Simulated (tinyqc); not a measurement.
# Worked calculation: gate-all-around wire with two subbands, quantum capacitance

Computed by the program tinyqc: `OMP_NUM_THREADS=1 python tinyqc.py 2200004 2200005 out.jsonl`, one thread of a shared Intel Xeon 2.30GHz, about 0.01 s for the whole run. Printed values are rounded.

phi is the Fermi level above the lowest subband edge, in volts; Vg is counted from the gate voltage at which an empty wire would have phi = 0. Both directions of motion are filled (equilibrium).

Parameters, values chosen for the exercise:

| symbol | value | unit | meaning |
|---|---|---|---|
| T | 77 | K | temperature |
| eox | 3.9 |  | relative permittivity of the gate insulator (close to silicon dioxide) |
| tox | 2.1 | nm | insulator thickness |
| md | 0.025 | m0 | mass along the wire |
| gv | 1 |  | valley degeneracy |
| E2 | 0.19 | eV | second subband above the first |
| g2 | 2 |  | orbital degeneracy of the second subband |
| rw | 2.5 | nm | radius of the wire |
| Vg | 1.15 | V | gate voltage |

Constants: q = 1.602176634e-19 C, kB = 1.380649e-23 J/K, hbar = 1.054571817e-34 J s, m0 = 9.1093837015e-31 kg, Vt = kB T/q, eps0 = 8.8541878128e-14 F/cm where lengths are in cm. Results are converted to the units shown.

## Gate capacitance

Cox = 2 pi eps0 eox/ln(1 + tox/rw) per length.

Cox = 3.558200 pF/cm

## Starting value

phi = Vg.

phi at the start = 1.15 V

## Iteration 1: new phi

N1 = gv sqrt(2 md m0 kB T/(pi hbar^2)); n1 = N1 F(phi/Vt), n2 = g2 N1 F((phi - E2)/Vt), n = n1 + n2, F(e) = (1/sqrt(pi)) int_0^infinity u^(-1/2) du/(1 + exp(u - e)); Cq = q dn/dphi = (q N1/Vt) [F'(phi/Vt) + g2 F'((phi - E2)/Vt)]. Substitution: phi(new) = Vg - q (n)/Cox.

n1 = 5.530077e6 cm^-1
n2 = 1.010522e7 cm^-1
phi after iteration 1 = 0.4459779 V

## Iteration 2: new phi

As before.

n1 = 3.443545e6 cm^-1
n2 = 5.216743e6 cm^-1
phi after iteration 2 = 0.7600469 V

## Iteration 3: new phi

As before.

n1 = 4.495678e6 cm^-1
n2 = 7.786633e6 cm^-1
phi after iteration 3 = 0.5969553 V

## Course of the iteration

Stop when the step is below 1e-10 V, or after 40 iterations.

Course of the iteration:
```
iteration  phi before the step (V)   step (V)
1                             1.15     -0.704
2                        0.4459779      0.314
3                        0.7600469     -0.163
4                        0.5969553     0.0774
5                        0.6743750    -0.0382
6                        0.6361327     0.0185
7                        0.6546437   -9.05e-3
8                        0.6455965    4.40e-3
9                        0.6499973   -2.15e-3
...                            ...        ...
25                       0.6485543   -2.16e-8
26                       0.6485542    1.05e-8
27                       0.6485543   -5.13e-9
28                       0.6485542    2.50e-9
29                       0.6485542   -1.22e-9
30                       0.6485542   5.93e-10
31                       0.6485542  -2.89e-10
32                       0.6485542   1.41e-10
33                       0.6485542  -6.86e-11
```

Converged in 33 iterations. At the solution the slope of the map is -(Cq)/Cox = -0.49; its size is below 1, so substitution contracts.

## Charge and capacitances at the solution

converged phi = 0.6485542 V

N1 = gv sqrt(2 md m0 kB T/(pi hbar^2)); n1 = N1 F(phi/Vt), n2 = g2 N1 F((phi - E2)/Vt), n = n1 + n2, F(e) = (1/sqrt(pi)) int_0^infinity u^(-1/2) du/(1 + exp(u - e)); Cq = q dn/dphi = (q N1/Vt) [F'(phi/Vt) + g2 F'((phi - E2)/Vt)]. 1/C_G = 1/Cox + 1/(Cq); dphi/dVg = Cox/(Cox + Cq).

n = 1.113638e7 cm^-1
Cq = 1.733502 pF/cm
C_G = 1.165626 pF/cm
dphi/dVg = 0.6724113

Cq is 0.487 times Cox, so C_G is 32.8 % of Cox; 56.4 % of the gate voltage has gone into phi.
